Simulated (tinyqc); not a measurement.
Out-diffusion of a doped substrate or buried layer into a growing epitaxial film: one step, computed by the program tinyqc. Command: `OMP_NUM_THREADS=1 python tinyqc.py 3023796 3023797 out.jsonl buried walk`. One thread of a shared host (Intel(R) Xeon(R) Processor @ 2.30GHz), about 0.01 s of CPU time with the checks.

x is counted from the original substrate surface into the film, whose surface moves as x = v t. Substrate dopant has one diffusivity; the dopant of the film is taken as uniform.

Task: Profile in the film. After growth and the later budget: l2 = 2 sqrt(D t + (Dt)2); C(x) = (C_s/2) erfc(x/l2) + share x C_s exp(-x/decay length) for x > 0 (autodoping taken as unchanged by the later budget). The transition x_t solves C(x) = C_e, the metallurgical junction. Positions are 0.05, 0.2, 0.4, 0.6, 0.8, 1, 1.25 and 1.5 of x_t with autodoping (any beyond the film thickness are formal); net doping = |C - C_e|.

Inputs (values chosen for the exercise, modelled on antimony in silicon): substrate concentration C_s = 6.3e+18 1/cm^3; film doping C_e = 3.8e+14 1/cm^3; growth temperature T = 1100 C; autodoping level at the start, as a share of C_s = 0.0004; decay length of autodoping = 0.43 um.

Film doping: opposite type.

x_t with autodoping = 0.8685456 um

length l2 = 0.2832689 um

Give: Concentrations (1/cm^3).

Result:

Concentrations (1/cm^3):
```
x/x_t  x (um)   diffusion  autodoping  net doping
0.05   0.0434  2.6093e+18  2.2779e+15  2.6112e+18
0.20   0.1737  1.2153e+18  1.6825e+15  1.2166e+18
0.40   0.3474  2.6093e+17  1.1233e+15  2.6167e+17
0.60   0.5211  2.9219e+16  7.5001e+14  2.9589e+16
0.80   0.6948  1.6458e+15  5.0075e+14  1.7666e+15
1.00   0.8685  4.5666e+13  3.3433e+14           0
1.25   1.0857  1.8748e+11  2.0178e+14  1.7803e+14
1.50   1.3028  2.4589e+08  1.2178e+14  2.5822e+14
```
